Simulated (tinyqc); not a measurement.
From results back to parameters: defect-molecule model of a vacancy with Jahn-Teller distortion. Four cases, with inputs chosen for the exercise.

Problem. With et the undistorted t2 level, Uc the repulsion of two electrons, I the Jahn-Teller coupling and k the force constant, the levels above Ev are E(2+/+) = et - E_JT, E(+/0) = et - 3 E_JT + Uc, the Stokes shift of the first transition is 2 E_JT, E_JT = 2 I^2/k and the distortion of the + state is 2 I/k. The values below come from hidden parameters.

Case 1.

levels (eV): (2+/+) 0.17821, (+/0) 0.08463

Stokes shift = 0.263578 eV
distortion of + = 0.127950 angstrom

Case 2.

levels (eV): (2+/+) 0.11444, (+/0) 0.05331

Stokes shift = 0.291129 eV
distortion of + = 0.153226 angstrom

Case 3.

levels (eV): (2+/+) 0.15304, (+/0) 0.08913

Stokes shift = 0.313911 eV
distortion of + = 0.141401 angstrom

Case 4.

levels (eV): (2+/+) 0.13186, (+/0) 0.18557

Stokes shift = 0.476288 eV
distortion of + = 0.195200 angstrom

Find: et, Uc; I; k.

Solution. E_JT is half the Stokes shift; et = E(2+/+) + E_JT; Uc = E(+/0) - E(2+/+) + 2 E_JT; with Q the distortion, I = E_JT/Q and k = 2 E_JT/Q^2.

Case 1.

et, Uc (eV): 0.310  0.170

I = 1.03 eV/angstrom
k = 16.1 eV/angstrom^2

Case 2.

et, Uc (eV): 0.260  0.230

I = 0.95 eV/angstrom
k = 12.4 eV/angstrom^2

Case 3.

et, Uc (eV): 0.310  0.250

I = 1.11 eV/angstrom
k = 15.7 eV/angstrom^2

Case 4.

et, Uc (eV): 0.370  0.530

I = 1.22 eV/angstrom
k = 12.5 eV/angstrom^2

Computed by tinyqc, one run a case: `OMP_NUM_THREADS=1 python tinyqc.py N N+1 out.jsonl` with N = 1482567, 1482597, 1482599, 1482630; one thread of a shared Intel(R) Xeon(R) Processor @ 2.30GHz, about 0.01 s a run at most.
